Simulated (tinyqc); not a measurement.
Worked calculation: extended Hueckel theory, for H6-. The parameters take no account of the charge, which enters only through the electron count, and nothing here shows that the anion is bound. One step of it, computed by the program tinyqc.

Task: Mulliken analysis. P = C n C^T; charge = valence electrons (H 1) minus the sum of (P S)_ii on the atom; overlap population = 2 sum P_ij S_ij between two atoms.

coefficients:
```
            MO1        MO2        MO3        MO4        MO5        MO6
1H 1s  0.204331   0.378942  -0.420614  -0.617510  -0.730986  -0.482042
2H 1s  0.283583   0.393560  -0.236274   0.422020   0.844963   0.753836
3H 1s  0.358042   0.112141   0.427845   0.605938  -0.252627  -1.017553
4H 1s  0.358219  -0.111979   0.427534  -0.605738  -0.251429   1.018432
5H 1s  0.284071  -0.392950  -0.236551  -0.422226   0.843690  -0.755758
6H 1s  0.204696  -0.378364  -0.421075   0.617879  -0.729882   0.483231
```

occupations: 2.000000  2.000000  2.000000  1.000000  0.000000  0.000000

overlap S, lower triangle:
```
          1H 1s     2H 1s     3H 1s     4H 1s     5H 1s     6H 1s
1H 1s  1.000000
2H 1s  0.568026  1.000000
3H 1s  0.095459  0.358978  1.000000
4H 1s  0.020789  0.095459  0.568026  1.000000
5H 1s  0.001839  0.010439  0.095623  0.359478  1.000000
6H 1s  0.000273  0.001839  0.020828  0.095623  0.568026  1.000000
```

Give: charges; Overlap populations.

Result:

charges: 1H -0.2600, 2H -0.0499, 3H -0.1902, 4H -0.1898, 5H -0.0498, 6H -0.2604

Overlap populations:
```
pair      value
2-1    0.400256
3-1   -0.095989
3-2    0.247608
4-1    0.003157
4-2   -0.065415
4-3    0.261515
5-1    0.001022
5-2   -0.004480
5-3   -0.065591
5-4    0.248051
6-1   -0.000126
6-2    0.001022
6-3    0.003158
6-4   -0.096183
6-5    0.399867
```
